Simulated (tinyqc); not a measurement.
# Voltage drop against the pad pitch

A grid of 13 by 13 nodes with segments Rx (rows) and Ry (columns); every node draws I1 and the central node kh I1; pads with resistance Rp sit at the nodes whose row and column are multiples of the pitch, counting from 0. The drops u = Vdd - V follow from G u = i, with G the conductance matrix and i the load currents, solved directly.

Inputs (values chosen for the exercise):
```
symbol  value  unit                                   meaning
Vdd       0.8     V                            supply voltage
Rx       0.54   ohm        resistance of a horizontal segment
Ry       0.22   ohm          resistance of a vertical segment
Rp       0.29   ohm  resistance from a pad node to the supply
kh          5              factor on the load at the hot node
I1        1.5    mA  load current of a node in the large grid
```

Results:
columns A: pitch (nodes); B: pads; C: worst drop (mV); D: mean drop (mV); E: largest drop at a pad (mV); F: largest pad current (mA); G: worst drop over Vdd (%)
```
A     B        C        D        E       F        G
1   169  0.91410  0.44530  0.91410  3.1521  0.11426
2    49   2.4113   1.8735   2.2815  7.8672  0.30141
3    25   4.9814   4.0585   4.1770  14.404  0.62267
6     9   15.689   13.838   11.512  39.695   1.9612
12    4   49.204   42.213   18.814  64.875   6.1505
```

Estimate the missing row, pitch = 4 nodes.

Computed row:
columns A: pitch (nodes); B: pads; C: worst drop (mV); D: mean drop (mV); E: largest drop at a pad (mV); F: largest pad current (mA); G: worst drop over Vdd (%)
```
A   B       C       D       E       F       G
4  16  9.2444  6.9115  5.7524  19.836  1.1555
```

With this row back in the table: The worst drop goes from 0.914 to 49.2 mV while the number of pads falls from 169 to 4; between the last two rows it goes as pitch^(1.65). The largest drop at a pad is 100 % of the worst drop in the first row and 38.2 % in the last; the rest falls along the wires.

tinyqc, about 0.08 s, one thread, Intel Xeon 2.30GHz (shared host): `OMP_NUM_THREADS=1 python tinyqc.py 2770188 2770189 out.jsonl`
